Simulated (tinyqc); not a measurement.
Stretching all distances: RHF, UHF, MP2, CISD and CCSD against full CI in the sto-3g basis, for HeH+, spin multiplicity 1. Computed by the program tinyqc with PySCF. All coordinates are multiplied by the scale. c0^2 is the weight of the RHF determinant in the lowest singlet FCI state (UHF is spin-contaminated and may lie near states of higher spin) and n(LUMO) the first natural occupation beyond the occupied space.

Geometry (angstrom):
```
atom,x,y,z
He,0.0000,0.0000,0.0000
H,0.0000,0.0000,0.7440
```

Full CI energy (hartree) and errors against it (kcal/mol):
```
scale,distance 1-2 (angstrom),E(FCI),RHF,UHF,MP2,CISD,CCSD,<S^2> UHF,c0^2,n(LUMO)
0.9400,0.6994,-2.830232,6.1917,6.1917,1.5692,0.0000,0.0000,0.0000,0.9956,0.0083
1.2000,0.8928,-2.862510,5.4303,5.4303,1.2494,0.0000,0.0000,0.0000,0.9952,0.0087
1.4600,1.0862,-2.854568,3.7703,3.7703,0.6424,0.0000,0.0000,0.0000,0.9961,0.0066
1.7200,1.2797,-2.839049,2.0539,2.0539,0.1438,0.0000,0.0000,0.0000,0.9977,0.0037
2.2300,1.6591,-2.817900,0.3223,0.3223,-0.0721,0.0000,0.0000,0.0000,0.9997,0.0005
2.4900,1.8526,-2.812931,0.0948,0.0948,-0.0366,0.0000,0.0000,0.0000,0.9999,1.52e-04
```

Estimate the missing row, scale = 1.97.

Computed row:
```
scale   distance 1-2 (angstrom)     E(FCI)     RHF     UHF      MP2    CISD    CCSD  <S^2> UHF    c0^2  n(LUMO)
1.9700                   1.4657  -2.826535  0.9179  0.9179  -0.0574  0.0000  0.0000     0.0000  0.9990   0.0016
```

UHF stays equal to RHF over this range. The weight c0^2 goes from 1.00 to 1.00 and n(LUMO) from 0.01 to 0.00: one determinant still serves, as it does when a bond breaks into closed-shell fragments or is not yet far stretched. The spread of the error along the curve, which distorts its shape, is CISD 0.0, CCSD 0.0, MP2 1.6, RHF 6.1, UHF 6.1 kcal/mol. Below FCI somewhere: MP2, as non-variational methods may be. With two electrons CISD and CCSD are exact.
